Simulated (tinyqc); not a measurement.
Inside a calculation. Model: admittance spectroscopy and thermally stimulated current of one trap level in a depletion layer. Computed by tinyqc, a small Python program that keeps every step. Command: `OMP_NUM_THREADS=1 python tinyqc.py 3111488 3111489 out.jsonl admit walk`. One thread of a shared host (Intel(R) Xeon(R) Processor @ 2.30GHz), about 0.01 s of CPU time with the checks. Intermediate numbers are printed to about 6 digits and carried at full precision; extremes and crossings named in words are read from the listed rows.

A Schottky junction on n-type material holds one donor-like electron trap; shallow donors are fully ionised and abrupt depletion edges are assumed.

Inputs (values chosen for the exercise, modelled on n-type silicon):
```
quantity                         value    unit
dielectric constant eps           11.8       -
density-of-states mass m          1.07     m_0
shallow doping N               1.7e+15  1/cm^3
trap density N_t               9.2e+13  1/cm^3
trap depth E_t below the band    0.229      eV
capture cross section sigma    1.3e-15    cm^2
band bending V_b                     1       V
test frequency f                  2000      Hz
heating rate beta                0.078     K/s
```

Constants: k_B = 1.380649e-23 J/K; m_0 = 9.1093837015e-31 kg; h = 6.62607015e-34 J s; k_B = 8.617333262e-05 eV/K; eps_0 = 8.8541878128e-12 F/m; e = 1.602176634e-19 C.

## Temperature of the peak

N_c = 2 (2 pi m k_B T/h^2)^(3/2), v_th = sqrt(3 k_B T/m), emission rate e_n = sigma v_th N_c exp(-E_t/(k_B T)). Where the level crosses the Fermi level capture equals emission, so the trap follows the signal with the rate 2 e_n; G/omega peaks at omega = 2 e_n (the correction for large N_t/N is left out). Solve 2 e_n(T_p) = 2 pi f.

peak temperature T_p = 158.958 K

N_c at T_p = 1.07125e+19 1/cm^3

e_n at T_p = 6283.19 1/s

E_c - E_F = k_B T_p ln(N_c/N) = 0.119837 eV

## The capacitance step

With E_c - E_F = k_B T_p ln(N_c/N): lambda = sqrt(2 eps eps_0 (E_t - (E_c - E_F))/(e^2 N)); traps are empty and charged for x < x_t = w - lambda, and V_b = e (N w^2 + N_t x_t^2)/(2 eps eps_0). High frequency: C_hf = eps eps_0/w. Low frequency: C_lf = eps eps_0 (N + N_t)/(N w + N_t x_t).

lambda = 289.393 nm

depletion width w = 865.576 nm

crossing point x_t = 576.182 nm

C_hf = 12.0705 nF/cm^2

C_lf = 12.2813 nF/cm^2

step (C_lf - C_hf)/C_hf = 0.0174644

small-N_t estimate (N_t/N)(lambda/w) = 0.0180935

Reading N_t/N straight from the step would give 0.0175 against the true 0.0541: the factor lambda/w must be known.

## Scan in temperature at fixed frequency

With x = omega/(2 e_n): C = C_hf + (C_lf - C_hf)/(1 + x^2), G/omega = (C_lf - C_hf) x/(1 + x^2); C_hf and C_lf are held at their values at T_p.

Admittance:
```
T (K)  omega/(2 e_n)  C (nF/cm^2)  G/omega (nF/cm^2)
139.9        12.5892      12.0718           0.016640
146.2         5.0846      12.0784           0.039916
151.0         2.6746      12.0964           0.069150
155.8         1.4608      12.1378           0.098259
159.0         0.9951      12.1764           0.105401
162.1         0.6955      12.2126           0.098813
166.9         0.4094      12.2511           0.073917
173.3         0.2109      12.2723           0.042568
181.2         0.0989      12.2793           0.020639
```

The peak of G/omega is half the step, 0.105 nF/cm^2. Its full width is near 2 ln(2 + sqrt3) k_B T_p^2/(E_t + 2 k_B T_p) = 22.4 K.

## Arrhenius plot

T_p for 0.1, 0.3, 1, 3 and 10 f; least-squares lines of ln(e_n/T^2) and of ln(e_n) against 1/(k_B T), e_n = pi f; sigma = exp(intercept)/(v_th N_c/T^2).

Peaks:
```
f (Hz)  T_p (K)  1/(k_B T) (1/eV)  ln(e_n/T^2)  ln(e_n)
200     141.450           82.0394     -3.46085   6.4430
600     149.322           77.7150     -2.47054   7.5417
2000    158.958           73.0036     -1.39165   8.7456
6000    168.836           68.7327     -0.41361   9.8442
20000   181.076           64.0864      0.65038  11.0482
```

depth from e_n/T^2 = 0.229 eV

cross section from the intercept = 1.30e-15 cm^2

depth without the T^2 = 0.256483 eV

Leaving out T^2 adds 27 meV, near 2 k_B T_p = 27 meV.

## Thermally stimulated current

Thermally stimulated current without retrapping: filled share n(T) = exp(-(1/beta) int e_n dT), current proportional to e_n n; the peak obeys beta (E_t/(k_B T^2) + 2/T) = e_n(T). The integral starts at 0.5 T_m and uses 4000 trapezoid steps to 1.2 T_m. Chen's first-order estimate from the full width W = T_2 - T_1 between the half-height points: E = 2.52 k_B T_m^2/W - 2 k_B T_m.

peak temperature T_m = 94.5094 K

lower half-height T_1 = 90.2267 K

upper half-height T_2 = 97.5836 K

filled share at T_m = 0.390161

E_t/(k_B T_m) = 28.1182

symmetry factor (T_2 - T_m)/(T_2 - T_1) = 0.417861

depth by Chen's formula = 0.247362 eV

The slow ramp empties the trap at 95 K, far below the admittance peak at 159 K, since the rate asked for is 0.025 per second instead of 6300. Chen's formula, made for a constant prefactor, gives 18 meV more than E_t.

Checks made by the program: C_lf against dQ/dV by differences (relative difference below 1e-10); depth recovered (relative difference below 1e-10); peak of the integrated curve (relative difference 2e-05).
